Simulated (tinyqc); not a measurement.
# Worked calculation: Schottky emission and Poole-Frenkel conduction in an insulator, and how to tell them apart

Computed by the program tinyqc: `OMP_NUM_THREADS=1 python tinyqc.py 2370035 2370036 out.jsonl`, one thread of a shared Intel Xeon 2.30GHz, about 0.01 s for the whole run. Printed values are rounded.

Schottky emission (electrode-limited): J = As T^2 exp[-(pb - b sqrt(F))/Vt], b = sqrt(q/(4 pi eps0 ei)). Poole-Frenkel emission (bulk-limited): J = s0 F exp[-(pt - 2 b sqrt(F))/Vt]. F in V/cm.

Values chosen for this exercise; dielectric values close to those of aluminium oxide:
```
symbol  value          unit                               meaning
T         300             K                           temperature
ei       3.23                high-frequency relative permittivity
es        9.2                        static relative permittivity
pt       1.07            eV                            trap depth
s0      0.095          S/cm               Poole-Frenkel prefactor
pb       1.58            eV                     electrode barrier
As         64  A/(cm^2 K^2)                   Richardson constant
F         0.6         MV/cm                                 field
```

Constants: q = 1.602176634e-19 C, kB = 1.380649e-23 J/K, Vt = kB T/q, eps0 = 8.8541878128e-14 F/cm where lengths are in cm. Results are converted to the units shown.

## Both currents at one field

Lowerings b sqrt(F) and 2 b sqrt(F); the image-force maximum lies at sqrt(q/(16 pi eps0 ei F)) from the electrode.

Schottky lowering = 163.550 meV
position of the barrier top = 1.36292 nm
Poole-Frenkel lowering = 327.100 meV
J, Schottky = 9.22801e-18 A/cm^2
J, Poole-Frenkel = 1.88669e-8 A/cm^2

Injection and bulk transport act in series, so the smaller capacity limits the current: here the electrode, by a factor of 2.04e9.

## Which mechanism made these data

```
point  F (MV/cm)  J (A/cm^2)
0            0.9   1.339e-15
1           1.44   1.043e-14
2           1.99   5.826e-14
3           2.53   2.533e-13
4           3.07   9.475e-13
5           3.61    3.17e-12
```

The data come from another sample of the same dielectric, in which one mechanism alone limits the current. Fit straight lines by least squares: ln J on sqrt(F) (Schottky plot, slope b/Vt) and ln(J/F) on sqrt(F) (Poole-Frenkel plot, slope 2 b/Vt), F in V/cm, and read a permittivity from each slope. The right mechanism gives a value near ei, and in any case between ei and es.

slope of the Schottky plot = 0.00816706 (cm/V)^0.5
permittivity read as Schottky = 3.23022
slope of the Poole-Frenkel plot = 0.00671800 (cm/V)^0.5
permittivity read as Poole-Frenkel = 19.0960

Both plots are nearly straight, so straightness decides nothing. Read as Schottky the data give 3.23, which matches ei = 3.23; read as Poole-Frenkel they give 19.1, above even the static value 9.2. The data were made by Schottky emission.
